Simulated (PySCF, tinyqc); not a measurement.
Inside a calculation. Method: coupled-perturbed Hartree-Fock on RHF in the sto-3g basis, for H4, spin multiplicity 1. The lowest restricted solution is unstable here: a spin-polarised one lies 0.0107 hartree lower (PySCF). One step of it, computed by the program tinyqc.

Task: Coupled step 2. U_ai = -(mu_ai + sum_bj [4 (ai|bj) - (ab|ij) - (aj|bi)] U_bj) / (e_a - e_i); alpha = -4 sum U_ai mu_ai.

U after step 1:
```
          i1        i2
a3  1.245622  0.000000
a4  0.000000  1.078300
```

dipole integrals <a|z|i> (bohr):
```
           i1         i2
a3  -1.194942   0.000000
a4   0.000000  -1.152345
```

orbital energies (hartree): MO1 -0.539187, MO2 -0.323973, MO3 0.277848, MO4 0.516419

Two-electron integrals over orbitals (pq|rs), unique and non-zero (hartree):
```
(11|11) 0.455561   (21|21) 0.159647   (22|11) 0.452896   (22|22) 0.461095
(31|31) 0.116189   (32|32) 0.090864   (33|11) 0.445692   (33|22) 0.446672
(33|33) 0.453868   (41|32) 0.088735   (41|41) 0.086696   (42|31) 0.120630
(42|42) 0.130656   (43|21) 0.160945   (43|43) 0.176447   (44|11) 0.452491
(44|22) 0.460806   (44|33) 0.462158   (44|44) 0.476975
```

Give: U after step 2; polarisability.

Result:

U after step 2:
```
        i1      i2
a3  1.3033  0.0000
a4  0.0000  1.1144
```

polarisability = 11.3662 bohr^3
